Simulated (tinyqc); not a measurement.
## Length offset and series resistance from crossing lines

Question. R_total = Rs + k (L - dL)/Vo with constant Rs, dL and k. Find k, dL and Rs.

R_total at (L, Vo) = (30, 0.31), (90, 0.31), (30, 0.95) and (90, 0.95), L in nm and Vo in V (ohm um): 223.54839  417.09677  167.26316  230.42105

Answer. At each overdrive R is a straight line in L with slope k/Vo; the two lines cross at L = dL, R = Rs.

k = 1.00 ohm um V/nm
dL = 4.10 nm
Rs = 140 ohm um

tinyqc, about 0.05 s, one thread, Intel Xeon 2.30GHz (shared host): `OMP_NUM_THREADS=1 python tinyqc.py 2282081 2282082 out.jsonl`
